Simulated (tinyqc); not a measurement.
Inside a calculation. Model: lossy on-chip transmission line with skin effect.

tinyqc, about 0.01 s, one thread, Intel Xeon 2.30GHz (shared host): `OMP_NUM_THREADS=1 python tinyqc.py 2810192 2810193 out.jsonl` Printed values are rounded.

A uniform line in a homogeneous dielectric: c = sqrt(er)/(c0 Z0), l = Z0 sqrt(er)/c0 (c0 = 299792458 m/s), g = w c td, w = 2 pi f. The resistance joins its limits as r = sqrt(r_dc^2 + r_hf^2), with r_dc = rho/(wd th), r_hf = kr rho/(2 delta (wd + th)), delta = sqrt(rho/(pi f mu0)), mu0 = 4 pi 1e-7 H/m; this is an interpolation, and internal inductance, up to 0.05 nH/mm at low frequency, is neglected.

Parameters, values chosen for the exercise:
- wd = 4.2 um (width of the strip)
- th = 0.68 um (thickness of the strip)
- rho = 2.9 uohm cm (resistivity)
- er = 3 (relative permittivity)
- td = 0 (loss tangent)
- Z0 = 50 ohm (lossless impedance sqrt(l/c))
- kr = 1.2 (factor for crowding and the return path)
- len = 0.78 mm (length)
- Rg = 50 ohm (source resistance)
- RL = 100 ohm (load resistance)
- CL = 20 fF (load capacitance)
- f = 0.69 GHz (frequency)

## Line constants

delta, r_dc, r_hf, r, l, c and g as defined.

delta = 3.26283 um
r_dc = 10.1541 ohm/mm
r_hf = 1.09279 ohm/mm
r = 10.2127 ohm/mm
l = 0.288875 nH/mm
c = 115.550 pF/m
g = 0 S/m

r is 1.01 times r_dc; the skin depth is 4.80 of the thickness.

## Propagation constant and impedance

gamma = sqrt((r + i w l)(g + i w c)) = alpha + i beta, Zc = sqrt((r + i w l)/(g + i w c)), roots with positive real part; loss 8.685889638 alpha in dB; phase velocity w/beta.

gamma len = 0.0371096+0.0419384i
Zc = 107.329-94.971i ohm
loss = 0.413244 dB/mm
phase velocity over c0 = 0.268962
r/(w l) = 8.15458

r exceeds w l, so the line behaves mainly as an RC line at this frequency.

## Reflection, input impedance and transfer

ZL = 1/(1/RL + i w CL); reflection (ZL - Zc)/(ZL + Zc); Zin = Zc (ZL + Zc tanh(gamma len))/(Zc + ZL tanh(gamma len)); H = V_load/V_source = [Zin/(Zin + Rg)]/[cosh(gamma len) + (Zc/ZL) sinh(gamma len)].

ZL = 99.9925-0.8670i ohm
reflection at the load = -0.202040+0.360508i
Zin = 107.759-4.108i ohm
H = 0.632866-0.014709i
|H| = -3.97142 dB
